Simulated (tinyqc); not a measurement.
# Which input was changed?

Model: admittance spectroscopy and thermally stimulated current of one trap level in a depletion layer. Computed by tinyqc, a small Python program. Command: `OMP_NUM_THREADS=1 python tinyqc.py 3111210 3111211 out.jsonl admit which`. One thread of a shared host (Intel(R) Xeon(R) Processor @ 2.30GHz), about 0.05 s of CPU time with the checks.

A Schottky junction on n-type material holds one donor-like electron trap; shallow donors are fully ionised and abrupt depletion edges are assumed.

Inputs (values chosen for the exercise, modelled on n-type 4H-SiC):
```
quantity                         value    unit
dielectric constant eps           9.85       -
density-of-states mass m         0.794     m_0
shallow doping N               1.6e+16  1/cm^3
trap density N_t               3.4e+15  1/cm^3
trap depth E_t below the band     0.31      eV
capture cross section sigma      1e-16    cm^2
band bending V_b                   1.5       V
test frequency f                800000      Hz
```

Constants: k_B = 1.380649e-23 J/K; m_0 = 9.1093837015e-31 kg; h = 6.62607015e-34 J s; k_B = 8.617333262e-05 eV/K; eps_0 = 8.8541878128e-12 F/m; e = 1.602176634e-19 C.

Method:
- N_c = 2 (2 pi m k_B T/h^2)^(3/2), v_th = sqrt(3 k_B T/m), emission rate e_n = sigma v_th N_c exp(-E_t/(k_B T)).
- Where the level crosses the Fermi level capture equals emission, so the trap follows the signal with the rate 2 e_n; G/omega peaks at omega = 2 e_n (the correction for large N_t/N is left out).
- Solve 2 e_n(T_p) = 2 pi f.
- With E_c - E_F = k_B T_p ln(N_c/N): lambda = sqrt(2 eps eps_0 (E_t - (E_c - E_F))/(e^2 N)); traps are empty and charged for x < x_t = w - lambda, and V_b = e (N w^2 + N_t x_t^2)/(2 eps eps_0). High frequency: C_hf = eps eps_0/w. Low frequency: C_lf = eps eps_0 (N + N_t)/(N w + N_t x_t).

Task: One of these inputs alone was changed, within the range given: trap depth E_t below the band (0.155 to 0.62); capture cross section sigma (5e-17 to 2e-16); trap density N_t (1.7e+15 to 6.8e+15); density-of-states mass m (0.397 to 1.588). Which one, and to what value?

Results:
```
run     step (C_lf - C_hf)/C_hf  C_hf (nF/cm^2)  peak temperature T_p (K)
before               0.04253849        28.95590                  375.4344
after                0.03756035        28.75752                  375.4344
```

Result:

Each candidate set to reproduce step (C_lf - C_hf)/C_hf, and what it then gives:
```
candidate                               range searched  value needed  C_hf (nF/cm^2)  peak temperature T_p (K)
trap depth E_t below the band (eV)       0.155 to 0.62        0.2429          29.068                    307.07
capture cross section sigma (cm^2)      5e-17 to 2e-16     5.451e-17          29.068                    396.09
trap density N_t (1/cm^3)           1.7e+15 to 6.8e+15      2.970e15          28.758                    375.43
density-of-states mass m (m_0)          0.397 to 1.588  out of reach               -                         -
```

Only trap density N_t fits every result: it went from 3.4e+15 to 2.97e15 1/cm^3. The next best candidate, capture cross section sigma, misses one result by 5.5 %.
